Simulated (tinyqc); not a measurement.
# Worked calculation: quarter-wave Bragg mirror and the threshold of a vertical cavity

Computed by the program tinyqc: `OMP_NUM_THREADS=1 python tinyqc.py 2650031 2650032 out.jsonl`, one thread of a shared Intel Xeon 2.30GHz, about 0.01 s for the whole run. Printed values are rounded.

N pairs of lossless layers, each a quarter wave thick at lam, in the order nL, nH from the incident medium n0 to the exit medium ns; normal incidence, no dispersion. At wavelength lam + dw each layer has the phase d = (pi/2) lam/(lam + dw) and the matrix [[cos d, i sin d/n], [i n sin d, cos d]].

Inputs (values chosen for the exercise); indices close to those of AlGaAs of two compositions:

| symbol | value | unit | meaning |
|---|---|---|---|
| lam | 850 | nm | design wavelength |
| nH | 3.549 |  | high index |
| nL | 3.037 |  | low index |
| N | 34 |  | number of pairs |
| n0 | 3.518 |  | index of the incident medium |
| ns | 3.543 |  | index of the exit medium |
| dw | -8.7 | nm | detuning of the light |
| Tb | 0.035 | % | transmission of the back mirror |
| Lc | 1.5 | wavelengths | optical thickness of the cavity |
| ai | 20 | 1/cm | internal loss |
| da | 16 | nm | total thickness of the wells |
| Gr | 1.9 |  | standing-wave enhancement |

## Thicknesses, peak reflectance and stop band

At the design wavelength Y = ns (nL/nH)^(2 N), T0 = 4 n0 Y/(n0 + Y)^2; stop band, to first order in its width, (4 lam/pi) arcsin((nH - nL)/(nH + nL)); layer thicknesses lam/(4 n).

thickness of the high-index layer = 59.87602 nm
thickness of the low-index layer = 69.97037 nm
Y = 8.879920e-5
T0 = 0.01009605 %
stop band = 84.22009 nm

Each further pair divides T0 by about (nH/nL)^2 = 1.37.

## Matrix of one pair

The product of the two layer matrices in the order met by the light.

M of one pair:
```
,1,2
1,-1.168015+0.000000i,0.000000-0.009924i
2,0.000000-0.106963i,-0.855244+0.000000i
```

## Matrix of the stack

M = (M of one pair)^N.

M:
```
,1,2
1,179.7420+0.0000i,0.0000+5.7661i
2,0.0000+62.1490i,-1.9882+0.0000i
```

## Reflection at the detuned wavelength

B = M11 + M12 ns, C = M21 + M22 ns; r = (n0 B - C)/(n0 B + C), T = 4 n0 ns/|n0 B + C|^2, R = |r|^2 = 1 - T.

r = 0.9808064-0.1946714i
T = 0.01219159 %
phase of r against its value at dw = 0 = -0.1959345 rad

T is 1.21 times its value at the design wavelength.

## Threshold gain with this stack as output mirror

Penetration depth Lp = lam/(4 (nH - nL)), Leff = Lc lam/nH + 2 Lp, mirror loss per pass m = -ln[(1 - T0)(1 - Tb)]/2, threshold gain (ai Leff + m)/(Gr da), share of the light through this mirror (T0/2)/(ai Leff + m).

Lp = 415.0391 nm
Leff = 1189.334 nm
m = 2.255134e-4
threshold gain = 856.6388 1/cm
output share = 0.01938429
